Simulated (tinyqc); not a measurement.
# From one set of inputs to another, one input at a time

Model: size effects in the resistivity of thin metal films and interconnect lines. Computed by tinyqc, a small Python program. Command: `OMP_NUM_THREADS=1 python tinyqc.py 3014775 3014776 out.jsonl size ladder`. One thread of a shared host (Intel(R) Xeon(R) Processor @ 2.30GHz), about 0.01 s of CPU time with the checks.

Electrons lose their drift at surfaces (a share 1 - p of the hits) and at grain boundaries (reflection R), besides bulk scattering. The line sits in a trench with a non-conducting liner on both walls and the bottom; the spacing equals the drawn width.

The inputs printed are set A. Set A is modelled on copper; the values taken over come from a set modelled on gold. Inputs not listed in the table keep their values of set A, so the rows need not describe a real material.

Inputs (values chosen for the exercise, modelled on copper): bulk resistivity rho_b = 1.65 microohm cm; bulk mean free path lambda = 38.6 nm; specularity p = 0; grain-boundary reflection R = 0.14; drawn line width w = 7.9 nm; grain size over metal width = 2.6; aspect ratio (height over width) = 2.4; liner thickness t = 0.6 nm; line length = 26 micrometre; permittivity of the dielectric k = 2.6.

Geometry: line.

Constants: eps_0 = 8.8541878128e-12 F/m.

Method:
- Metal width w_m = w - 2t, height h_m = (aspect ratio) w - t, grain size D = (ratio) w_m.
- Mayadas-Shatzkes: alpha = (lambda/D) R/(1 - R); rho_b/rho = 1 - 3 alpha/2 + 3 alpha^2 - 3 alpha^3 ln(1 + 1/alpha).
- Fuchs-Sondheimer film: rho_b/rho = 1 - (3/(2 kappa))(1 - p) int_0^1 (s - s^3)(1 - exp(-kappa/s))/(1 - p exp(-kappa/s)) ds, f = rho/rho_b, kappa = thickness/lambda, 80 Gauss-Legendre points.
- Line: the excess of a film of thickness w_m and of a film of thickness h_m are added, rho/rho_b = 1 + (f(w_m) - 1) + (f(h_m) - 1), an estimate that holds best when both sides exceed lambda.
- Total: rho = rho_b [1 + surface excess + grain excess]; resistance per length rho/(w_m h_m); capacitance per length C = 2 k eps_0 (aspect ratio + 1/2), a parallel-plate estimate for two neighbours plus a fixed term for the planes above and below; delay 0.38 R C L^2; effective resistivity per drawn area.

Each row keeps all changes above it:
```
input moved                           from    to  resistance per length (ohm/micrometre)  rho/rho_b from surfaces  rho/rho_b from grains
set A                                    -     -                                   649.1                   4.3292                 1.5098
grain size over metal width            2.6  0.92                                   769.0                   4.3292                 2.4040
line length (micrometre)                26    16                                   769.0                   4.3292                 2.4040
bulk resistivity rho_b (microohm cm)  1.65  2.23                                  1039.3                   4.3292                 2.4040
liner thickness t (nm)                 0.6   0.7                                  1097.8                   4.3967                 2.4462
aspect ratio (height over width)       2.4   2.1                                  1290.4                   4.5303                 2.4462
drawn line width w (nm)                7.9    13                                   286.0                   3.1360                 1.8216
grain-boundary reflection R           0.14  0.48                                   552.5                   3.1360                 5.5093
```

Where does the difference come from?

Resistance per length goes from 649 to 553, a factor 0.851 in all. The largest single move comes from drawn line width w (a factor 0.222), and grain-boundary reflection R works against it (a factor 1.93). rho/rho_b from surfaces goes from 4.33 to 3.14, a factor 0.724 in all. The largest single move comes from drawn line width w (a factor 0.692). rho/rho_b from grains goes from 1.51 to 5.51, a factor 3.65 in all. The largest single move comes from grain-boundary reflection R (a factor 3.02), and drawn line width w works against it (a factor 0.745). The single moves hold for this order of the switches; the total does not depend on the order.

Caution (rows set A, grain size over metal width, line length, bulk resistivity rho_b, liner thickness t, aspect ratio (height over width)): for lines much narrower than lambda adding the two film terms and the grain term underestimates the resistivity.

Extremes, crossings and ranges named in words are read from the listed rows.
